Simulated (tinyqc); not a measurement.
Heavy doping: band filling, gap narrowing, band tails and the effective intrinsic density: one step, computed by the program tinyqc.

An n-type crystal above its Mott density, with all dopants ionised: n = N_D - N_A, ionised centres N_I = N_D + N_A. Valleys are taken as spherical with mass m_e.

Question. Scales. n = N_D (1 - ratio); Ry* = Ry m_e/eps^2, a* = a_0 eps/m_e; r_s = (3/(4 pi n))^(1/3)/a*; k_F = (3 pi^2 n/M_c)^(1/3); Mott density (0.26/a*)^3.

Inputs (values chosen for the exercise, for a model semiconductor):
```
quantity                      value   unit
electron mass m_e             0.366    m_0
valleys M_c                       3      -
dielectric constant eps        12.4      -
donor density N_D           2.4e+20  cm^-3
compensation ratio N_A/N_D        0      -
```

Conduction band: parabolic.

Constants: a_0 = 0.529177210903 angstrom; Ry = 13.605693123 eV.

Give: n; Ry*; a*; r_s; k_F; Mott density.

Answer.

n = 2.40e+20 cm^-3

Ry* = 32.39 meV

a* = 17.93 angstrom

r_s = 0.5568

k_F = 0.1333 1/angstrom

Mott density = 3.050e+18 cm^-3
